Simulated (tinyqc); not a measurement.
# Which input was changed?

Model: shallow acceptor in the spherical model (Baldereschi-Lipari), strong spin-orbit limit. Computed by tinyqc, a small Python program. Command: `OMP_NUM_THREADS=1 python tinyqc.py 3019149 3019150 out.jsonl acceptor which`. One thread of a shared host (Intel(R) Xeon(R) Processor @ 2.30GHz), about 0.1 s of CPU time with the checks.

The 1S(3/2) state has an s envelope f(r) and a d envelope g(r). In effective units they obey -(f'' + 2f'/r + 2f/r) + mu (g'' + 5g'/r + 3g/r^2) = E f and -(g'' + 2g'/r - 6g/r^2 + 2g/r) + mu (f'' - f'/r) = E g. The cubic term, the split-off band and the central cell are left out.

Inputs (values chosen for the exercise, modelled on silicon):
```
quantity                 value  unit
Luttinger gamma_1         4.31     -
Luttinger gamma_2        0.344     -
Luttinger gamma_3         1.43     -
dielectric constant eps   11.8     -
spin-orbit gap Delta_so   44.6   meV
```

Constants: Ry = 13.605693123 eV; a_0 = 0.529177210903 angstrom.

Method:
- Ry* = Ry/(gamma_1 eps^2), a* = a_0 eps gamma_1, mu = (6 gamma_3 + 4 gamma_2)/(5 gamma_1), delta = (gamma_3 - gamma_2)/gamma_1; spherical masses 1/(gamma_1 (1 - mu)) (heavy) and 1/(gamma_1 (1 + mu)) (light).
- Basis: f_i = exp(-zeta_i r), g_i = r exp(-zeta_i r), weight r^2 dr, s = zeta_i + zeta_j. S_ff = 2/s^3, H_ff = zeta_i zeta_j S_ff - 2/s^2; S_gg = 24/s^5, H_gg = 8/s^3 + 24 zeta_i zeta_j/s^5 - 12/s^4; H(f_i, g_j) = mu (6 zeta_i^2/s^4 + 2 zeta_i/s^3); S_fg = 0. Each function is normalised by sqrt(S_ii).
- Large basis: zeta_i = 0.08 x 1.55^(i-1), i = 1..20 in each channel; overlap eigenvalues below 1e-11 are dropped.
- Binding energies are -E Ry*; the mass that fits is E(1S) eps^2/Ry.

Task: One of these inputs alone was changed, within the range given: Luttinger gamma_1 (2.155 to 8.62); Luttinger gamma_2 (0.172 to 0.688); Luttinger gamma_3 (0.715 to 2.86); dielectric constant eps (5.9 to 23.6). Which one, and to what value?

Results:
```
run     d weight of 1S(3/2)  2S(3/2) binding energy (meV)  light-hole mass (m_0)
before           0.09322009                      7.673290              0.1586999
after            0.05510329                      5.246119              0.1322541
```

Result:

Each candidate set to reproduce d weight of 1S(3/2), and what it then gives:
```
candidate                range searched  value needed  2S(3/2) binding energy (meV)  light-hole mass (m_0)
Luttinger gamma_1         2.155 to 8.62         5.570                        5.2461                0.13225
Luttinger gamma_2        0.172 to 0.688  out of reach                             -                      -
Luttinger gamma_3         0.715 to 2.86         1.055                        6.7798                0.17092
dielectric constant eps     5.9 to 23.6     no effect                             -                      -
```

Only Luttinger gamma_1 fits every result: it went from 4.31 to 5.57. The next best candidate, Luttinger gamma_3, misses one result by 29 %.

Caution: gamma_3 and gamma_2 differ by more than 0.17 gamma_1: band warping, left out here, adds several per cent to the binding. Caution: the binding exceeds a fifth of the spin-orbit gap Delta_so, so the split-off band, left out, matters.
